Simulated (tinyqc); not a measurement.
Isotype n-N heterojunction, non-linear Poisson equation by Newton steps, Fermi-Dirac statistics: two steps of the calculation.

One dimension, material 1 (n-type) at x < 0 and material 2 (n-type) at x > 0. Band edges: Ec = -psi in material 1 and -psi + dEc in material 2, Ev = Ec - Eg. Equilibrium, Fermi level at 0. n = Nc F((EFn - Ec)/Vt), p = Nv F((Ev - EFp)/Vt), with F(eta) = F_1/2(eta) = (2/sqrt(pi)) int_0^infinity sqrt(u) du/(1 + exp(u - eta)) (Fermi-Dirac statistics); full ionisation, no interface charge, classical densities; the doping types are chosen for the exercise.

Values chosen for this exercise; band and dielectric values close to those of CdS and CdTe:
```
symbol    value   unit                                          meaning
T           250      K                                      temperature
Eg1        2.38     eV                           band gap of material 1
Nc1      1.7e18  cm^-3  conduction-band density of states of material 1
Nv1     1.37e19  cm^-3     valence-band density of states of material 1
Eg2        1.51     eV                           band gap of material 2
Nc2     6.07e17  cm^-3  conduction-band density of states of material 2
Nv2     1.38e19  cm^-3     valence-band density of states of material 2
dEc        0.11     eV                 conduction-band offset Ec2 - Ec1
N1       6.3e17  cm^-3                      donor density of material 1
N2       3.9e16  cm^-3                      donor density of material 2
V             0      V                    bias of side 1 against side 2
```

Constants: q = 1.602176634e-19 C, kB = 1.380649e-23 J/K, Vt = kB T/q. Results are converted to the units shown.

Problem 1. Densities, residual and Jacobian diagonal. n_i = Nc F(a_n), a_n = (V - Ec_i)/Vt; p_i = Nv F(a_p), a_p = (Ec_i - Eg)/Vt; rho_i = p_i - n_i + C_i with C = +N1 or +N2; g_i = (Nc F'(a_n) + Nv F'(a_p))/Vt with F' = F_-1/2(eta) = (1/sqrt(pi)) int_0^infinity u^(-1/2) du/(1 + exp(u - eta)). Box widths w_i = (h_(i-1) + h_i)/2 in cm. Residual F_i = a_i (psi_(i+1) - psi_i) - a_(i-1) (psi_i - psi_(i-1)) + q rho_i w_i; Jacobian: a_(i-1) and a_i beside the diagonal, b_i = -a_(i-1) - a_i - q g_i w_i on it. The two end nodes are fixed.

| node | x (nm) | psi at the start (V) | material |
|---|---|---|---|
| 0 | -35 | -0.018577104 | 1 |
| 1 | -25.5 | -0.018577104 | 1 |
| 2 | -17.7 | -0.018577104 | 1 |
| 3 | -11.3 | -0.018577104 | 1 |
| 4 | -6.03 | -0.018577104 | 1 |
| 5 | -1.75 | -0.018577104 | 1 |
| 6 | 1.75 | 0.051353196 | 2 |
| 7 | 8.46 | 0.051353196 | 2 |
| 8 | 21.3 | 0.051353196 | 2 |
| 9 | 46 | 0.051353196 | 2 |
| 10 | 93.2 | 0.051353196 | 2 |
| 11 | 184 | 0.051353196 | 2 |

| interval | coupling a_i (F/cm^2) |
|---|---|
| 0 | 8.3974981e-7 |
| 1 | 1.0227722e-6 |
| 2 | 1.2465036e-6 |
| 3 | 1.5137805e-6 |
| 4 | 1.8639307e-6 |
| 5 | 2.3980231e-6 |
| 6 | 1.3195511e-6 |
| 7 | 6.8957849e-7 |
| 8 | 3.5846914e-7 |
| 9 | 1.8758872e-7 |
| 10 | 9.7513082e-8 |

psi_L = -0.018577104 V
psi_R = 0.051353196 V

Give: n; p; residual F; diagonal b.

Solution 1.

| node | n (cm^-3) | p (cm^-3) |
|---|---|---|
| 0 | 6.300e17 | 3.408e-29 |
| 1 | 6.300e17 | 3.408e-29 |
| 2 | 6.300e17 | 3.408e-29 |
| 3 | 6.300e17 | 3.408e-29 |
| 4 | 6.300e17 | 3.408e-29 |
| 5 | 6.300e17 | 3.408e-29 |
| 6 | 3.900e16 | 7.619e-11 |
| 7 | 3.900e16 | 7.619e-11 |
| 8 | 3.900e16 | 7.619e-11 |
| 9 | 3.900e16 | 7.619e-11 |
| 10 | 3.900e16 | 7.619e-11 |
| 11 | 3.900e16 | 7.619e-11 |

| node | residual F (1e-7 C/cm^2) | diagonal b (F/cm^2) |
|---|---|---|
| 1 | 0.000 | -5.450e-6 |
| 2 | 0.000 | -5.214e-6 |
| 3 | 0.000 | -5.180e-6 |
| 4 | 0.000 | -5.358e-6 |
| 5 | 1.677 | -5.875e-6 |
| 6 | -1.677 | -3.862e-6 |
| 7 | 0.000 | -2.286e-6 |
| 8 | 0.000 | -1.580e-6 |
| 9 | 0.000 | -1.566e-6 |
| 10 | 0.000 | -2.242e-6 |

Problem 2. Band edges, densities and displacement. Ec, Ev, n and p as defined; D = a_k (psi_(k+1) - psi_k) on the interval that holds the interface.

| node | x (nm) | converged psi (V) | material |
|---|---|---|---|
| 0 | -35 | -0.018577104 | 1 |
| 1 | -25.5 | -0.018539401 | 1 |
| 2 | -17.7 | -0.018376108 | 1 |
| 3 | -11.3 | -0.017765558 | 1 |
| 4 | -6.03 | -0.015946103 | 1 |
| 5 | -1.75 | -0.011535904 | 1 |
| 6 | 1.75 | -0.002724407 | 2 |
| 7 | 8.46 | 0.011071918 | 2 |
| 8 | 21.3 | 0.030006412 | 2 |
| 9 | 46 | 0.046031839 | 2 |
| 10 | 93.2 | 0.050904079 | 2 |
| 11 | 184 | 0.051353196 | 2 |

| interval | coupling a_i (F/cm^2) |
|---|---|
| 0 | 8.3974981e-7 |
| 1 | 1.0227722e-6 |
| 2 | 1.2465036e-6 |
| 3 | 1.5137805e-6 |
| 4 | 1.8639307e-6 |
| 5 | 2.3980231e-6 |
| 6 | 1.3195511e-6 |
| 7 | 6.8957849e-7 |
| 8 | 3.5846914e-7 |
| 9 | 1.8758872e-7 |
| 10 | 9.7513082e-8 |

Give: Ec; Ev; n; p; D.

Solution 2.

| node | Ec (eV) | Ev (eV) | n (cm^-3) | p (cm^-3) |
|---|---|---|---|---|
| 0 | 0.0186 | -2.361 | 6.300e17 | 3.408e-29 |
| 1 | 0.0185 | -2.361 | 6.310e17 | 3.402e-29 |
| 2 | 0.0184 | -2.362 | 6.352e17 | 3.377e-29 |
| 3 | 0.0178 | -2.362 | 6.513e17 | 3.282e-29 |
| 4 | 0.0159 | -2.364 | 7.014e17 | 3.016e-29 |
| 5 | 0.0115 | -2.368 | 8.371e17 | 2.458e-29 |
| 6 | 0.1127 | -1.397 | 3.236e15 | 9.377e-10 |
| 7 | 0.0989 | -1.411 | 6.128e15 | 4.942e-10 |
| 8 | 0.0800 | -1.430 | 1.469e16 | 2.052e-10 |
| 9 | 0.0640 | -1.446 | 3.061e16 | 9.753e-11 |
| 10 | 0.0591 | -1.451 | 3.821e16 | 7.779e-11 |
| 11 | 0.0586 | -1.451 | 3.900e16 | 7.619e-11 |

D = 21.13 nC/cm^2

Numbers from tinyqc (`OMP_NUM_THREADS=1 python tinyqc.py 2040088 2040089 out.jsonl`; about 0.07 s on one thread of a shared Intel Xeon 2.30GHz).
